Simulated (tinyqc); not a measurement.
Inside a calculation. Method: empirical pseudopotential in a few plane waves. One step of it, computed by the program tinyqc.

Question. Levels at k. Diagonalise the Hermitian matrix.

H(k) at k (eV), lower triangle (Hermitian):
```
                     +0+0+0               -1-1-1               -1-1+1               -1+1-1
+0+0+0             0.810436
-1-1-1   2.462894-0.432931i             8.999785
-1-1+1  -2.462894-0.432931i   0.000000+1.333358i            15.798489
-1+1-1  -2.462894-0.432931i   0.000000+1.333358i             0.217691             7.609141
-1+1+1  -2.462894+0.432931i            -0.217691   0.000000+1.333358i   0.000000+1.333358i
+1-1-1  -2.462894-0.432931i   0.000000+1.333358i             0.217691             0.217691
+1-1+1  -2.462894+0.432931i            -0.217691   0.000000+1.333358i             0.000000
+1+1-1  -2.462894+0.432931i            -0.217691             0.000000   0.000000+1.333358i
+1+1+1   2.462894+0.432931i             0.000000            -0.217691            -0.217691
-2+0+0   0.000000-1.333358i  -2.462894+0.432931i  -2.462894-0.432931i  -2.462894-0.432931i
+0-2+0   0.000000-1.333358i  -2.462894+0.432931i  -2.462894-0.432931i   0.404068-0.038483i
+0+0-2   0.000000-1.333358i  -2.462894+0.432931i   0.404068-0.038483i  -2.462894-0.432931i
+0+0+2   0.000000+1.333358i  -0.404068-0.038483i   2.462894+0.432931i  -0.404068+0.038483i
+0+2+0   0.000000+1.333358i  -0.404068-0.038483i  -0.404068+0.038483i   2.462894+0.432931i
+2+0+0   0.000000+1.333358i  -0.404068-0.038483i  -0.404068+0.038483i  -0.404068+0.038483i

                     -1+1+1               +1-1-1               +1-1+1               +1+1-1
-1+1+1            14.407845
+1-1-1             0.000000            10.390429
+1-1+1             0.217691   0.000000+1.333358i            17.189133
+1+1-1             0.217691   0.000000+1.333358i             0.217691             8.999785
+1+1+1   0.000000+1.333358i            -0.217691   0.000000+1.333358i   0.000000+1.333358i
-2+0+0   2.462894-0.432931i   0.404068-0.038483i  -0.404068-0.038483i  -0.404068-0.038483i
+0-2+0  -0.404068-0.038483i  -2.462894-0.432931i   2.462894-0.432931i  -0.404068-0.038483i
+0+0-2  -0.404068-0.038483i  -2.462894-0.432931i  -0.404068-0.038483i   2.462894-0.432931i
+0+0+2  -2.462894+0.432931i  -0.404068+0.038483i  -2.462894+0.432931i   0.404068+0.038483i
+0+2+0  -2.462894+0.432931i  -0.404068+0.038483i   0.404068+0.038483i  -2.462894+0.432931i
+2+0+0   0.404068+0.038483i   2.462894+0.432931i  -2.462894+0.432931i  -2.462894+0.432931i

                     +1+1+1     -2+0+0     +0-2+0     +0+0-2
+1+1+1            15.798489
-2+0+0  -0.404068+0.038483i  14.871393
+0-2+0  -0.404068+0.038483i   0.217691  17.652681
+0+0-2  -0.404068+0.038483i   0.217691   0.217691   9.463333
+0+0+2  -2.462894-0.432931i  -0.217691  -0.217691   0.000000
+0+2+0  -2.462894-0.432931i  -0.217691   0.000000  -0.217691
+2+0+0  -2.462894-0.432931i   0.000000  -0.217691  -0.217691

           +0+0+2     +0+2+0     +2+0+0
+0+0+2  23.060741
+0+2+0   0.217691  14.871393
+2+0+0   0.217691   0.217691  17.652681
```

Give: eigenvalues.

Answer.

eigenvalues (eV): -4.4358  4.2650  6.2571  6.2842  10.2554  10.9010  13.2399  13.3209  14.3628  15.8274  17.9684  20.0884  21.0192  21.7551  26.4669
